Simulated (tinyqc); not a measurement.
## Thickness from two neighbouring fringes

Question. At normal incidence a transparent film with an index between those of air and substrate, taken as constant, has reflectance minima at 2 n1 d = (m + 1/2) lam (small phase shifts at the substrate neglected). Find d and the order m of the shorter wavelength.

Parameters, values chosen for the exercise: index of the transparent film n1 = 2.032.

wavelengths of two neighbouring reflectance minima (nm): [536, 607.46667]

Answer. Neighbouring orders differ by one: 2 n1 d (1/lam1 - 1/lam2) = 1.

d = 1121 nm
m = 8

Computed by the program tinyqc: `OMP_NUM_THREADS=1 python tinyqc.py 2870169 2870170 out.jsonl`, one thread of a shared Intel Xeon 2.30GHz, about 0.01 s for the whole run.
